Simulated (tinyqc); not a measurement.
Rectangular fin or nanosheet with a gate all round, subbands and threshold shift from confinement: one step of the calculation.

Undoped body with a flat potential across it, hard walls, transport along x. Three valley pairs (g = 2 each) with the longitudinal mass along x, y or z. Non-parabolicity enters the subband edges through E (1 + al E) = gamma, so E = 2 gamma/(1 + sqrt(1 + 4 al gamma)); motion within a subband is taken as parabolic with the band-edge mass. Energies are counted from the bulk band edge.

Question. Lowest subbands. gamma = C pi^2 [a^2/(my (t + dl)^2) + b^2/(mz (H + dl)^2)], C = hbar^2/(2 m0). List the 5 lowest, labelled by valley axis and quantum numbers, with degeneracy g and N_k: N_k = g sqrt(2 mx m0 kB T/(pi hbar^2)).

Parameters, values chosen for the exercise; masses close to those of silicon:
```
symbol,value,unit,meaning
T,400,K,temperature
ml,0.93,m0,longitudinal mass
mt,0.193,m0,transverse mass
al,0.5,1/eV,non-parabolicity
t,3,nm,width (along y)
dl,0.2,nm,widening of the box by penetration into the insulator
H,4.5,nm,height (along z)
```

Constants: q = 1.602176634e-19 C, kB = 1.380649e-23 J/K, hbar = 1.054571817e-34 J s, m0 = 9.1093837015e-31 kg, hbar^2/(2 m0) = 0.0380998212 eV nm^2. Results are converted to the units shown.

Give: E_k; g; N_k.

Answer.

```
subband	E_k (eV)	g	N_k (cm^-1)
y1,1	0.1204	2	4.715e6
z1,1	0.1904	2	4.715e6
y2,1	0.2216	2	4.715e6
z1,2	0.2357	2	4.715e6
x1,1	0.2478	2	1.035e7
```

Program tinyqc, `OMP_NUM_THREADS=1 python tinyqc.py 2350033 2350034 out.jsonl`; Intel Xeon 2.30GHz, shared host, one thread, about 0.2 s.
